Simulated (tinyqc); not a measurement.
# MOSFET with velocity saturation and source resistance: effect of the channel length

Strong inversion, charge Q = Cox (Vg - m V) at channel potential V with Vg the gate overdrive, and drift velocity v = mu E/(1 + mu E/vsat). Integrating along the channel gives I = mu Cox (1/L)(Vg Vd - m Vd^2/2)/(1 + Vd/Vc) per width, Vc = vsat L/mu, which peaks at Vdsat. Units: I in uA/um, Rs in ohm um, so the drop over Rs is 1e-6 I Rs volts.

Vg = Vgs - I Rs - VT (0 if negative), mu = mu0/(1 + th Vg), Vc = vsat L/mu, x = sqrt(1 + 2 Vg/(m Vc)), Vdsat = 2 Vg/(m (1 + x)), Isat = Cox vsat Vg (x - 1)/(x + 1) per width. I = Isat is solved self-consistently; gm = dI/dVgs; Vdsat is the intrinsic value. The velocity at the source is I/(Cox Vg).

Inputs (values chosen for the exercise): gate capacitance Cox = 1.34 uF/cm^2; mobility at low gate voltage mu0 = 110 cm^2/(V s); mobility degradation th = 0.2 1/V; saturation velocity vsat = 9.2e6 cm/s; body factor m = 1.34; threshold VT = 0.47 V; source resistance Rs = 300 ohm um; gate voltage Vgs = 1.8 V.

Results:

| L (um) | Vc (V) | Vdsat (V) | Isat (uA/um) | gm (uS/um) | velocity at the source/vsat |
|---|---|---|---|---|---|
| 0.03 | 0.3084 | 0.4802 | 617.8 | 586.3 | 0.4378 |
| 0.057 | 0.5896 | 0.5892 | 486.4 | 491.8 | 0.3332 |
| 0.11 | 1.145 | 0.6997 | 353.1 | 382.7 | 0.2340 |
| 0.39 | 4.100 | 0.8670 | 151.4 | 184.5 | 0.09562 |
| 0.73 | 7.696 | 0.9176 | 90.36 | 114.4 | 0.05626 |
| 1.4 | 14.79 | 0.9507 | 50.48 | 65.64 | 0.03114 |
| 2.6 | 27.49 | 0.9691 | 28.22 | 37.24 | 0.01732 |
| 5 | 52.90 | 0.9801 | 15.00 | 19.98 | 0.009178 |

Estimate the missing row, L = 0.2 um.

Computed row:

| L (um) | Vc (V) | Vdsat (V) | Isat (uA/um) | gm (uS/um) | velocity at the source/vsat |
|---|---|---|---|---|---|
| 0.2 | 2.093 | 0.7889 | 245.6 | 282.7 | 0.1586 |

With this row back in the table: As L goes from 0.03 to 5 um, Isat falls from 618 to 15.0 uA/um, Vdsat rises from 0.480 to 0.980 V and gm falls from 586 to 20.0 uS/um; the velocity at the source goes from 0.44 to 0.0092 of vsat. Isat goes as L^(-0.37) between the first two rows and as L^(-0.97) between the last two. For L = 0.03 to 0.057 um the channel is so short that velocity overshoot and near-ballistic transport, left out here, matter.

tinyqc, about 0.01 s, one thread, Intel Xeon 2.30GHz (shared host): `OMP_NUM_THREADS=1 python tinyqc.py 2500131 2500132 out.jsonl`
